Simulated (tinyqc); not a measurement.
Pelgrom slope, floor and doping from two device sizes.

Inverse problem. s^2 = A^2/(L W) + s0^2, with s0 independent of size and A = (q/Cox) sqrt(Na Wd/3) from random dopants alone, Cox = 3.9 eps0/ti. Find A, s0 and Na.

Parameters, values chosen for the exercise:
```
symbol,value,unit,meaning
ti,1.6,nm,oxide-equivalent thickness in inversion
```

Constants: q = 1.602176634e-19 C, eps0 = 8.8541878128e-14 F/cm where lengths are in cm. Results are converted to the units shown.

s for gate areas 0.0026 and 0.079 um^2 (mV): [12.2760057, 2.67127434]
Wd = 53.8737295 nm

Answer. s^2 is linear in 1/area: slope A^2, intercept s0^2.

A = 0.621 mV um
s0 = 1.50 mV
Na = 3.90e17 cm^-3

Program tinyqc, `OMP_NUM_THREADS=1 python tinyqc.py 2090082 2090083 out.jsonl`; Intel Xeon 2.30GHz, shared host, one thread, about 0.03 s.
